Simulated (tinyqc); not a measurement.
Worked calculation: one-electron ion in a basis of Gaussians. One step of it, computed by the program tinyqc.

Question. Generalised eigenproblem. Solve H C = S C e through S^(-1/2); each column has its largest component positive (the first on a tie).

H = T + V (hartree):
```
           1          2          3          4          5          6
1  -0.306470  -0.220497  -0.069049  -0.014860  -0.002804  -0.000506
2  -0.220497  -0.452645  -0.324074  -0.117018  -0.027519  -0.005411
3  -0.069049  -0.324074  -0.256386  -0.174845  -0.148463  -0.045942
4  -0.014860  -0.117018  -0.174845   2.105749   1.560911   0.049356
5  -0.002804  -0.027519  -0.148463   1.560911  14.751846  10.807333
6  -0.000506  -0.005411  -0.045942   0.049356  10.807333  71.945346
```

S:
```
          1         2         3         4         5         6
1  1.000000  0.455339  0.070303  0.007198  0.000656  0.000058
2  0.455339  1.000000  0.455353  0.070295  0.007203  0.000656
3  0.070303  0.455353  1.000000  0.455302  0.070337  0.007202
4  0.007198  0.070295  0.455302  1.000000  0.455540  0.070340
5  0.000656  0.007203  0.070337  0.455540  1.000000  0.455314
6  0.000058  0.000656  0.007202  0.070340  0.455314  1.000000
```

Give: eigenvalues of S; eigenvalues; coefficients.

Answer.

eigenvalues of S: 0.268  0.430  0.714  1.109  1.555  1.923

eigenvalues (hartree): -0.495  -0.269  0.013  2.886  17.575  84.265

coefficients:
```
       1       2       3       4       5       6
1  0.039   1.044   0.455  -0.078   0.022  -0.007
2  0.787  -0.272  -0.965   0.256  -0.075   0.024
3  0.327  -0.256   1.037  -0.674   0.214  -0.069
4  0.018  -0.010   0.035   1.168  -0.593   0.196
5  0.002  -0.001   0.005  -0.050   1.180  -0.550
6  0.000   0.000   0.000   0.009  -0.073   1.141
```

For Z = 3 and l = 2 the exact lowest level is -Z^2/(2 n^2) with n = l + 1: -0.500000 hartree.
